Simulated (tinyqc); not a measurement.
Inside a calculation. Model: resonant-tunnelling diode, transfer matrices and Tsu-Esaki current.

tinyqc, about 0.1 s, one thread, Intel Xeon 2.30GHz (shared host): `OMP_NUM_THREADS=1 python tinyqc.py 2600057 2600058 out.jsonl` Printed values are rounded.

Emitter (band edge 0), barrier d1, well Lw, barrier d2, collector (edge -V). The bias drops linearly over these layers and none in the contacts; each layer is cut into ns equal slices, flat at the value of their centres. E is the energy of motion across the layers, C = hbar^2/(2 m0), psi and psi'/m are continuous. Transport is coherent, T(E) is taken as independent of the transverse momentum, and charge in the well is ignored.

Parameters, values chosen for the exercise; masses and offsets of a made-up heterostructure:
- T = 300 K (temperature)
- mw = 0.26 m0 (mass in the well, spacer and contacts)
- U1 = 1.1 eV (barrier height)
- m1 = 0.49 m0 (barrier mass)
- d1 = 0.8 nm (emitter barrier)
- Lw = 1.8 nm (well width)
- d2 = 0.8 nm (collector barrier)
- ns = 2 (slices in each layer)
- Ef = 0.12 eV (Fermi energy of both contacts above their band edges)
- V = 0.17 V (bias of the collector)
- E = 0.09863 eV (trial energy)

Constants: q = 1.602176634e-19 C, kB = 1.380649e-23 J/K, hbar = 1.054571817e-34 J s, m0 = 9.1093837015e-31 kg, Vt = kB T/q, hbar^2/(2 m0) = 0.0380998212 eV nm^2. Results are converted to the units shown.

## Slices under bias

U = edge of the layer - V x/Lt at the centre x of each slice, Lt the summed thickness.

```
slice	U (eV)	m (m0)	width (nm)
0	1.09000	0.49	0.4
1	1.07000	0.49	0.4
2	-0.06250	0.26	0.9
3	-0.10750	0.26	0.9
4	0.96000	0.49	0.4
5	0.94000	0.49	0.4
```

## Running product of the slice matrices at the trial energy

For the pair (psi, psi'/m) a flat layer has M = [[cos kd, (m/k) sin kd], [-(k/m) sin kd, cos kd]] with k = sqrt(m (E - U)/C) above its edge U, and M = [[cosh Kd, (m/K) sinh Kd], [(K/m) sinh Kd, cosh Kd]] with K = sqrt(m (U - E)/C) below it. Later slices stand to the left. With M acting on (psi, psi'/m) and v = k/m in each lead, T(E) = 4 vL vR/[(vL vR M12 - M21)^2 + (vR M11 + vL M22)^2]. vL = sqrt(mw E/C)/mw, vR = sqrt(mw (E + V)/C)/mw.

Product after each layer:
```
	M11	M12 (nm)	M21 (1/nm)	M22
barrier d1	8.64386	1.17883	61.9653	8.56636
well	10.0090	1.38924	-66.0585	-9.06896
barrier d2	2.66017	0.473114	8.42779	1.87481
```

T(E) = 0.168004

## Transmission at three energies near the peak

three energies (eV): 0.099629  0.100289  0.100949

The same product at each energy.

T(E) at these energies: 0.532005  0.830250  0.481991

## Breit-Wigner parameters from a parabola through 1/T(E)

Near a resonance 1/T(E) = (1/Tp) [1 + (2 (E - Er)/G)^2]. With y = 1/T(E) at E0 - h, E0, E0 + h: a = (y1 + y3 - 2 y2)/(2 h^2), b = (y3 - y1)/(2 h), Er = E0 - b/(2 a), 1/Tp = y2 - b^2/(4 a), G = 2 sqrt(1/(Tp a)), tau = hbar/G.

Er = 0.100247 eV
Tp = 0.832377
G = 1.64587 meV
tau = 399.918 fs

The true maximum of T(E) lies at 0.10024 eV with height 0.8327 and full width 1.644 meV; the fitted G is 0.12 % above that width.

## Current from the resonance alone

J = J0 times the integral over E > 0 of T(E) N(E), N = ln[(1 + exp((Ef - E)/Vt))/(1 + exp((Ef - V - E)/Vt))], J0 = q^2 mw m0 kB T/(2 pi^2 hbar^3) (times 1e-4 for A/cm^2 per eV). For a sharp resonance J = J0 (pi G/2) Tp N(Er), with Er the peak energy, Tp the peak transmission and G the full width at half maximum (in eV). The three values given are estimates from a parabola through three points of 1/T(E).

J0 = 1.08775e8 A/(cm^2 eV)
N(Er) = 1.14346
J = 267.661 kA/cm^2

The full integral over T(E) gives 264.7 kA/cm^2; the value above is 1.1 % above it. With the exact position, height and width of the peak (Er = 0.10024 eV, Tp = 0.8327, G = 1.644 meV) the formula is 1.1 % above it.
